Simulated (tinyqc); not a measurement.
Worked calculation: LCCD on RHF in the 6-31g basis, for H2, spin multiplicity 1. Computed by tinyqc, a small Python program that keeps every step (integrals from PySCF). Settings: charge = 0, multiplicity = 1, basis = 6-31g, method = RHF, energy threshold = 1e-10, iteration cap = 73, orthogonalisation = canonical, start = Wolfsberg-Helmholz matrix, DIIS depth = 6, amplitude equations = LCCD, DIIS depth for amplitudes = 6, cap on updates = 62. Command: `OMP_NUM_THREADS=1 python tinyqc.py 22518 22519 out.jsonl` (the two numbers bound the seeds that draw the settings). One thread of a shared host (Intel(R) Xeon(R) Processor @ 2.60GHz), about 0.07 s of CPU time with the checks. The early iterations of the SCF are left out here.

## One-electron integrals

Geometry (angstrom):

| atom | x | y | z |
|---|---|---|---|
| H | 0.00000 | 0.00000 | 0.00000 |
| H | 0.00000 | 0.00000 | 0.86500 |

Basis 6-31g: exponents (1/bohr^2) and contraction coefficients of normalised primitives:

| element | l (shell) | exponent | coefficient |
|---|---|---|---|
| H | s (1) | 18.73114 | 0.03349 |
| H | s (1) | 2.82539 | 0.23473 |
| H | s (1) | 0.64012 | 0.81376 |
| H | s (2) | 0.16128 | 1.00000 |

Overlap, kinetic and nuclear-attraction integrals over the contracted functions; the nuclear repulsion is the sum of Za Zb / Rab.

nuclear repulsion = 0.6117656 hartree

overlap S, lower triangle:
```
         1H 1s    1H 2s    2H 1s    2H 2s
1H 1s  1.00000
1H 2s  0.65829  1.00000
2H 1s  0.34985  0.46333  1.00000
2H 2s  0.46333  0.80617  0.65829  1.00000
```

kinetic energy T (hartree), lower triangle:
```
         1H 1s    1H 2s    2H 1s    2H 2s
1H 1s  1.39568
1H 2s  0.25974  0.24192
2H 1s  0.11450  0.13974  1.39568
2H 2s  0.13974  0.16701  0.25974  0.24192
```

nuclear attraction V (hartree), lower triangle:
```
          1H 1s     1H 2s     2H 1s     2H 2s
1H 1s  -2.26139
1H 2s  -1.13127  -1.13686
2H 1s  -0.74444  -0.82459  -2.26139
2H 2s  -0.82459  -0.96362  -1.13127  -1.13686
```

core Hamiltonian H = T + V (hartree), lower triangle:
```
          1H 1s     1H 2s     2H 1s     2H 2s
1H 1s  -0.86571
1H 2s  -0.87153  -0.89494
2H 1s  -0.62994  -0.68485  -0.86571
2H 2s  -0.68485  -0.79661  -0.87153  -0.89494
```

## Two-electron integrals

Functions are numbered as in S; the eight-fold symmetry (ij|kl) = (ji|kl) = (kl|ij) leaves the list below.

Two-electron integrals (ij|kl) in chemists' order, unique and non-zero (hartree):
```
(11|11) 1.07657   (21|11) 0.57847   (21|21) 0.32942   (22|11) 0.58740
(22|21) 0.36130   (22|22) 0.45315   (31|11) 0.29922   (31|21) 0.17220
(31|22) 0.19103   (31|31) 0.11606   (32|11) 0.29304   (32|21) 0.17995
(32|22) 0.22221   (32|31) 0.12880   (32|32) 0.16213   (33|11) 0.58800
(33|21) 0.36991   (33|22) 0.47152   (33|31) 0.29922   (33|32) 0.39901
(33|33) 1.07657   (41|11) 0.39901   (41|21) 0.22829   (41|22) 0.25223
(41|31) 0.12880   (41|32) 0.13792   (41|33) 0.29304   (41|41) 0.16213
(42|11) 0.44636   (42|21) 0.27657   (42|22) 0.35261   (42|31) 0.16292
(42|32) 0.20039   (42|33) 0.44636   (42|41) 0.20039   (42|42) 0.29451
(43|11) 0.36991   (43|21) 0.23169   (43|22) 0.29749   (43|31) 0.17220
(43|32) 0.22829   (43|33) 0.57847   (43|41) 0.17995   (43|42) 0.27657
(43|43) 0.32942   (44|11) 0.47152   (44|21) 0.29749   (44|22) 0.39568
(44|31) 0.19103   (44|32) 0.25223   (44|33) 0.58740   (44|41) 0.22221
(44|42) 0.35261   (44|43) 0.36130   (44|44) 0.45315
```

## Orthogonalisation

S = U s U^T; canonical form X = U s^(-1/2), so that X^T S X = 1. Each column of U has its largest component positive (the first on a tie).

eigenvalues of S: 0.12188  0.43342  0.72211  2.72260

X:
```
              1         2         3        4
1H 1s  -0.70127   0.83174   0.78065  0.27115
1H 2s   1.90016  -0.67958   0.28811  0.33186
2H 1s   0.70127   0.83174  -0.78065  0.27115
2H 2s  -1.90016  -0.67958  -0.28811  0.33186
```

## Iteration 8 (converged): orbitals

converged F (hartree), lower triangle:
```
          1H 1s     1H 2s     2H 1s     2H 2s
1H 1s   0.03304
1H 2s  -0.46701  -0.32885
2H 1s  -0.48903  -0.46749   0.03304
2H 2s  -0.46749  -0.37247  -0.46701  -0.32885
```

Diagonalise F' = X^T F X, C = X C', fill 1 alpha and 1 beta electrons from the bottom; D = 2 C_occ C_occ^T. Each column has its largest component positive (the first on a tie).

F' = X^T F X (hartree), lower triangle:
```
          1         2        3         4
1   0.82588
2   0.00000   0.83418
3  -0.52262   0.00000  0.64399
4   0.00000  -0.06083  0.00000  -0.55787
```

orbital energies (hartree): MO1 -0.56052, MO2 0.20446, MO3 0.83683, MO4 1.26541

coefficients C:
```
           MO1       MO2       MO3       MO4
1H 1s  0.30713   0.14608   0.81914  -1.03916
1H 2s  0.30193   1.44352  -0.69340   1.26881
2H 1s  0.30713  -0.14608   0.81914   1.03916
2H 2s  0.30193  -1.44352  -0.69340  -1.26881
```

D after iteration 8, lower triangle:
```
         1H 1s    1H 2s    2H 1s    2H 2s
1H 1s  0.18866
1H 2s  0.18546  0.18232
2H 1s  0.18866  0.18546  0.18866
2H 2s  0.18546  0.18232  0.18546  0.18232
```

## Convergence

Stop when the energy changes by less than 1e-10 hartree and every element of the error matrix X^T (F D S - S D F) X is below 3e-06.

Course of the cycle:

| iteration | E (hartree) | change | largest element of the error matrix |
|---|---|---|---|
| 1 | -1.1068359 | - | 1.53e-01 |
| 2 | -1.1164145 | -9.58e-03 | 2.27e-02 |
| 3 | -1.1166324 | -2.18e-04 | 4.53e-05 |
| 4 | -1.1166324 | -7.16e-10 | 1.88e-05 |
| 5 | -1.1166324 | -9.00e-11 | 1.19e-05 |
| 6 | -1.1166324 | -2.78e-11 | 8.70e-06 |
| 7 | -1.1166324 | -1.21e-11 | 6.85e-06 |
| 8 | -1.1166324 | -1.98e-11 | 6.00e-09 |

PySCF RHF in the same basis = -1.1166324 hartree

Converged in 8 iterations.

## Integrals over molecular orbitals

(pq|rs) = sum C_ip C_jq C_kr C_ls (ij|kl), one index at a time.

one-electron integrals over orbitals h = C^T H C (hartree), lower triangle:
```
          1         2         3        4
1  -1.16787
2   0.00000  -0.57735
3  -0.15123   0.00000  -0.09769
4   0.00000   0.20221   0.00000  0.15872
```

Two-electron integrals over orbitals (pq|rs), unique and non-zero (hartree):
```
(11|11) 0.60735    (21|21) 0.09338    (22|11) 0.43760    (22|22) 0.39266
(31|11) 0.15123    (31|22) 0.05889    (31|31) 0.10241    (32|21) -0.00712
(32|32) 0.03445    (33|11) 0.51847    (33|22) 0.39043    (33|31) 0.11964
(33|33) 0.46746    (41|21) -0.08100   (41|32) -0.03515   (41|41) 0.12449
(42|11) -0.14160   (42|22) -0.06309   (42|31) -0.07812   (42|33) -0.10838
(42|42) 0.07537    (43|21) -0.10087   (43|32) -0.01704   (43|41) 0.12574
(43|43) 0.14964    (44|11) 0.61559    (44|22) 0.44613    (44|31) 0.18707
(44|33) 0.54259    (44|42) -0.16699   (44|44) 0.68578
```

## LCCD: starting amplitudes

t_ij^ab = <ij||ab> / (e_i + e_j - e_a - e_b), whose energy is MP2.

Starting amplitudes (spin orbitals 1a, 1b, ...; amplitudes related by a flip of all spins are not repeated):

| from | to | t |
|---|---|---|
| 1a 1b | 2a 2b | -0.06104 |
| 1a 1b | 3a 3b | -0.03665 |
| 1a 1b | 4a 4b | -0.03409 |
| 1a 1b | 2a 4b | 0.03126 |

correlation energy = -0.0187610 hartree

## LCCD: amplitude update 1

t_ij^ab D_ij^ab are set to the remaining terms of the spin-orbital equations, evaluated with the old amplitudes; for the doubles these are <ij||ab> + 1/2 <ab||ef> t_ij^ef + 1/2 <mn||ij> t_mn^ab + P(ij)P(ab) <mb||ej> t_im^ae, D the orbital-energy denominators (linear CCD).

Amplitudes after update 1 (spin orbitals 1a, 1b, ...; amplitudes related by a flip of all spins are not repeated):

| from | to | t |
|---|---|---|
| 1a 1b | 2a 2b | -0.08670 |
| 1a 1b | 3a 3b | -0.04410 |
| 1a 1b | 2a 4b | 0.04393 |
| 1a 1b | 4a 4b | -0.04052 |

correlation energy = -0.0247739 hartree

## LCCD: convergence

E_corr = 1/4 sum <ij||ab> t_ij^ab; stop when the norm of the change is below 1e-8.

Course of the amplitude iterations:

| update | correlation energy (hartree) | norm of the change |
|---|---|---|
| 0 | -0.0187610 | - |
| 1 | -0.0247739 | 6.56e-02 |
| 2 | -0.0269194 | 2.70e-02 |
| 3 | -0.0283660 | 1.17e-02 |
| 4 | -0.0283425 | 5.67e-04 |
| 5 | -0.0283419 | 1.70e-05 |
| 6 | -0.0283419 | 8.94e-07 |
| 7 | -0.0283419 | 2.17e-15 |

Converged amplitudes (spin orbitals 1a, 1b, ...; amplitudes related by a flip of all spins are not repeated):

| from | to | t |
|---|---|---|
| 1a 1b | 2a 2b | -0.10697 |
| 1a 1b | 2a 4b | 0.05273 |
| 1a 1b | 3a 3b | -0.04535 |
| 1a 1b | 4a 4b | -0.04150 |

LCCD total energy = -1.1449743 hartree

Converged in 7 updates, with DIIS from the third.
